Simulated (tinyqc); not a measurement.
Metal-interlayer-semiconductor contact, depinning against tunnelling resistance: two steps of the calculation.

Zero bias, n-type semiconductor. Gap states at the semiconductor surface thin out as exp(-be ti), which unpins the barrier; electrons must then cross the interlayer (a rectangular barrier, no voltage drop across it) and the parabolic depleted layer, both by WKB. Energies E are counted from the Fermi level; no image force, parabolic bands.

Inputs (values chosen for the exercise); semiconductor values close to those of germanium; interlayer mass of the order of that in strontium titanate, offset chosen freely:
- T = 300 K (temperature)
- Eg = 0.685 eV (band gap)
- eps_r = 16.5 (relative permittivity)
- chi = 3.98 eV (electron affinity)
- Nc = 1.04e19 cm^-3 (conduction-band density of states at T)
- mt = 0.116 m0 (tunnelling mass in the semiconductor)
- mA = 1.13 m0 (Richardson mass)
- Nd = 1.2e19 cm^-3 (donor density)
- E0 = 0.09 eV (charge-neutrality level above the valence band)
- S0 = 0.049 (pinning factor without interlayer)
- phiM = 4.4 eV (metal work function)
- ti = 0.3 nm (interlayer thickness)
- dE = 0.21 eV (conduction-band offset of the interlayer above the semiconductor)
- mi = 0.62 m0 (tunnelling mass in the interlayer)
- be = 5.2 1/nm (decay constant of gap states through the interlayer)

Constants: q = 1.602176634e-19 C, kB = 1.380649e-23 J/K, eps0 = 8.8541878128e-12 F/m, hbar = 1.054571817e-34 J s, h = 6.62607015e-34 J s, m0 = 9.1093837015e-31 kg, Vt = kB T/q, hbar^2/(2 m0) = 0.0380998212 eV nm^2. Results are converted to the units shown.

Question 1. Pinning, barrier and scales. S = 1/(1 + (1/S0 - 1) exp(-be ti)); phiB = S (phiM - chi) + (1 - S)(Eg - E0); xi = Ec - EF deep inside, from Nd = Nc F(-xi/Vt), F(x) = (2/sqrt(pi)) int_0^infinity sqrt(u) du/(1 + exp(u - x)); band bending U = phiB - xi; E00 = (hbar/2) sqrt(Nd/(eps0 eps_r mt m0)) in volts; A = 4 pi q mA m0 kB^2/h^3.

Wanted: S; phiB; xi; U; E00; A.

Answer 1.

S = 0.1969
phiB = 0.5605 eV
xi = -0.01408 eV
U = 0.5746 eV
E00 = 0.04649 eV
A = 135.8 A/(cm^2 K^2)

Question 2. Exponents and integrand on an energy grid. With U = phiB - xi: for xi < E < phiB, y = (E - xi)/U and G1 = (U/E00) [sqrt(1 - y) - y ln((1 + sqrt(1 - y))/sqrt(y))], G1 = 0 above phiB; G2 = 2 ti sqrt(mi max(phiB + dE - E, 0)/C), C = hbar^2/(2 m0); f = 1/(1 + exp(E/Vt)); integrand exp(-G1 - G2) f.

| point | E (eV) |
|---|---|
| 0 | -0.01 |
| 1 | 0.01813 |
| 2 | 0.04625 |
| 3 | 0.07438 |
| 4 | 0.1025 |
| 5 | 0.13062 |
| 6 | 0.15875 |
| 7 | 0.18688 |
| 8 | 0.215 |
| 9 | 0.24312 |
| 10 | 0.27125 |
| 11 | 0.29938 |
| 12 | 0.3275 |
| 13 | 0.35562 |
| 14 | 0.38375 |
| 15 | 0.41188 |
| 16 | 0.44 |

phiB = 0.56054002 eV
xi = -0.014080990 eV
E00 = 0.046488653 eV

Give: G1; G2; f; integrand.

Answer 2.

| point | G1 | G2 | f | integrand (1e-6) |
|---|---|---|---|---|
| 0 | 12.039 | 2.1384 | 0.59552 | 0.4149 |
| 1 | 10.540 | 2.0995 | 0.33152 | 1.0741 |
| 2 | 9.367 | 2.0599 | 0.14319 | 1.5605 |
| 3 | 8.348 | 2.0195 | 0.053295 | 1.6756 |
| 4 | 7.435 | 1.9783 | 0.018617 | 1.5191 |
| 5 | 6.605 | 1.9362 | 0.0063520 | 1.2399 |
| 6 | 5.843 | 1.8932 | 0.0021487 | 0.9381 |
| 7 | 5.140 | 1.8491 | 7.2484e-4 | 0.6679 |
| 8 | 4.490 | 1.8040 | 2.4437e-4 | 0.4512 |
| 9 | 3.888 | 1.7578 | 8.2362e-5 | 0.2908 |
| 10 | 3.331 | 1.7103 | 2.7745e-5 | 0.1794 |
| 11 | 2.815 | 1.6614 | 9.3462e-6 | 0.1063 |
| 12 | 2.340 | 1.6110 | 3.1495e-6 | 0.0606 |
| 13 | 1.904 | 1.5591 | 1.0613e-6 | 0.0333 |
| 14 | 1.507 | 1.5053 | 3.5751e-7 | 0.0176 |
| 15 | 1.148 | 1.4495 | 1.2043e-7 | 0.0090 |
| 16 | 0.828 | 1.3915 | 4.0581e-8 | 0.0044 |

Computed by the program tinyqc: `OMP_NUM_THREADS=1 python tinyqc.py 2270136 2270137 out.jsonl`, one thread of a shared Intel Xeon 2.30GHz, about 0.04 s for the whole run.
